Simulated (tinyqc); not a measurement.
Worked calculation: Hall factor, magnetoresistance and optical conductivity for a power-law relaxation time. Computed by tinyqc, a small Python program that keeps every step. Command: `OMP_NUM_THREADS=1 python tinyqc.py 3017265 3017266 out.jsonl magneto walk`. One thread of a shared host (Intel(R) Xeon(R) Processor @ 2.30GHz), about 0.01 s of CPU time with the checks. Intermediate numbers are printed to about 6 digits and carried at full precision; extremes and crossings named in words are read from the listed rows.

One spherical parabolic band, tau(E) = tau_0 x^s with x = E/(k_B T). Landau quantisation is left out.

Inputs (values chosen for the exercise, with a mass close to that of electrons in InAs):
```
quantity                         value  unit
effective mass m                 0.024   m_0
exponent s                        -0.5     -
tau_0                              220    fs
reduced Fermi level eta           -0.7     -
temperature T                      300     K
magnetic field B                   1.1     T
frequency f                         14   THz
background permittivity eps_inf   9.17     -
```

Constants: m_0 = 9.1093837015e-31 kg; k_B = 1.380649e-23 J/K; hbar = 1.054571817e-34 J s; e = 1.602176634e-19 C; eps_0 = 8.8541878128e-12 F/m; c = 299792458 m/s.

## Density and moments of tau

<y> = int y x^(3/2) f (1 - f) dx / int x^(3/2) f (1 - f) dx, f = 1/(1 + exp(x - eta)). Integrals over x = E/(k_B T) use 160 Gauss-Legendre points in u = sqrt(x) from 0 to sqrt(max(eta, 0) + 45). n = (2 m k_B T)^(3/2)/(3 pi^2 hbar^3) int x^(3/2) f (1 - f) dx; moments in units of tau_0.

density n = 3.98708e+16 1/cm^3

<tau>/tau_0 = 0.709746

<tau^2>/tau_0^2 = 0.580058

<tau^3>/tau_0^3 = 0.584104

<1/tau> tau_0 = 1.56897

## Limits

mu = e <tau>/m; weak field r_H = <tau^2>/<tau>^2 and MR = c (mu B)^2, c = <tau^3>/<tau>^3 - r_H^2; strong field r_H = 1 and MR = <tau> <1/tau> - 1.

drift mobility mu = 11442.9 cm^2/(V s)

weak-field Hall factor = 1.15150

coefficient c = 0.307774

saturation MR = 11.3572 %

For a classical gas r_H = Gamma(5/2) Gamma(5/2 + 2s)/Gamma(5/2 + s)^2 = 1.1781; degeneracy narrows the energy window and pulls it towards 1.

## At the given field

With w_c = e B/m: sigma_xx = (n e^2/m) <tau/(1 + w_c^2 tau^2)>, sigma_xy = (n e^2/m) <w_c tau^2/(1 + w_c^2 tau^2)>; r_H = (n e/B) sigma_xy/(sigma_xx^2 + sigma_xy^2); MR = sigma_0 sigma_xx/(sigma_xx^2 + sigma_xy^2) - 1, sigma_0 = n e^2 <tau>/m.

mu B = 1.25872

sigma_xx = 27.4036 S/cm

|sigma_xy| = 33.4296 S/cm

Hall factor r_H = 1.03899

magnetoresistance MR = 7.20525 %

## Field dependence

The formulas are those given above.

Against the field:
```
B (T)         mu B      r_H       MR (%)
0.026  2.97515e-02  1.15056  2.65912e-02
0.087  9.95532e-02  1.14370  2.65313e-01
0.26   2.97515e-01  1.11522  1.61286e+00
0.52   5.95031e-01  1.07986  3.85185e+00
0.87   9.95532e-01  1.05083  6.14285e+00
1.7    1.94529e+00  1.02160  8.92045e+00
3.5    4.00501e+00  1.00643  1.05908e+01
8.7    9.95532e+00  1.00113  1.12200e+01
35     4.00501e+01  1.00007  1.13486e+01
```

r_H falls from 1.151 to 1.000, so a strong-field measurement gives n directly; half of the fall is done between 0.595 and 0.996 in mu B. MR starts as B^1.90 and reaches 100 % of its saturation value in the last row. It arises only because carriers of different energy have different Hall angles, which one Hall field cannot cancel. Above 5.4 T hbar w_c exceeds k_B T and mu B exceeds 1, and Landau quantisation replaces this picture.

## Response at frequency f

sigma(w) = (n e^2/m) <tau/(1 - i w tau)>, w = 2 pi f; eps = eps_inf + i sigma/(eps_0 w); N = sqrt(eps); absorption coefficient 2 w Im N/c; reflectivity |(N - 1)/(N + 1)|^2; plasma frequency sqrt(n e^2/(eps_inf eps_0 m))/(2 pi).

sigma(w) = 0.42787+5.28409i S/cm

permittivity = 8.49156+0.05494i

refractive index = 2.91404+0.00943i

absorption coefficient = 55.3154 1/cm

reflectivity = 0.239144

plasma frequency = 3.82163 THz

w <tau> = 13.74 and f/f_p = 3.66. At high frequency Re sigma is set by <1/tau>, not <tau>, so a Drude formula with the single time <tau> understates it by a factor that tends to 1.11. Caution: the photon energy exceeds the typical carrier energy, so the classical sigma(w) is only a rough guide to the absorption.

Checks made by the program: <tau> against adaptive quadrature (relative difference below 1e-10).
